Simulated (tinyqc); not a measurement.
Worked calculation: tight binding, kagome lattice. Computed by tinyqc, a small Python program that keeps every step. Settings: t1 = 1.16, t2 = 1.16, delta = 0, bands filled = 2. Command: `OMP_NUM_THREADS=1 python tinyqc.py 31176 31177 out.jsonl` (the two numbers bound the seeds that draw the settings). One thread of a shared host (Intel(R) Xeon(R) Processor @ 2.60GHz), about 0.01 s of CPU time with the checks.

## Bloch Hamiltonian at k

Parameters chosen for this model:
```
parameter     value                unit
t1         1.160000    eV, up triangles
t2         1.160000  eV, down triangles
delta             0        eV on site C
```

k point k (fractions of the reciprocal vectors): [-0.380000, 0.420000]

H_AB = -t1 - t2 exp(-i k.a1), H_AC = -t1 - t2 exp(-i k.a2), H_BC = -t1 - t2 exp(i k.(a1 - a2)), H_CC = delta.

H(k) at k (eV), order A, B, C:
$$\begin{pmatrix}
0.000000 & -0.314396-0.794075i & -0.143484+0.558834i \\
-0.314396+0.794075i & 0.000000 & -1.518460-1.103226i \\
-0.143484-0.558834i & -1.518460+1.103226i & 0.000000
\end{pmatrix}$$

## Levels at k

Diagonalise the Hermitian matrix.

eigenvalues (eV): [-1.900479, -0.419521, 2.320000]

weights |c|^2 of the basis functions, order A, B, C:
$$\begin{pmatrix}
0.014238 & 0.824928 & 0.160834 \\
0.524600 & 0.038669 & 0.436730 \\
0.461161 & 0.136403 & 0.402436
\end{pmatrix}$$

## Bloch Hamiltonian at K

k point K (fractions of the reciprocal vectors): [0.333333, 0.666667]

As before.

H(k) at K (eV), order A, B, C:
$$\begin{pmatrix}
0.000000 & -0.580000+1.004589i & -0.580000-1.004589i \\
-0.580000-1.004589i & 0.000000 & -0.580000+1.004589i \\
-0.580000+1.004589i & -0.580000-1.004589i & 0.000000
\end{pmatrix}$$

## Levels at K

As before.

eigenvalues (eV): [-1.160000, -1.160000, 2.320000]

## Bands along a path

The same steps at evenly spaced points between the labelled ones.

Bands along the path (eV):
```
k             band 1     band 2    band 3
G          -4.640000   2.320000  2.320000
G-K 0.25   -4.329179   2.009179  2.320000
G-K 0.50   -3.480000   1.160000  2.320000
G-K 0.75   -2.320000          0  2.320000
K          -1.160000  -1.160000  2.320000
K-M 0.25   -1.640488  -0.679512  2.320000
K-M 0.50   -2.009179  -0.310821  2.320000
K-M 0.75   -2.240948  -0.079052  2.320000
M          -2.320000          0  2.320000
M-K' 0.25  -2.240948  -0.079052  2.320000
M-K' 0.50  -2.009179  -0.310821  2.320000
M-K' 0.75  -1.640488  -0.679512  2.320000
K'         -1.160000  -1.160000  2.320000
```

With 2 band(s) filled, the highest filled level on these points lies at G and the lowest empty one at G-K 0.25: the bands touch or overlap, so there is no gap.
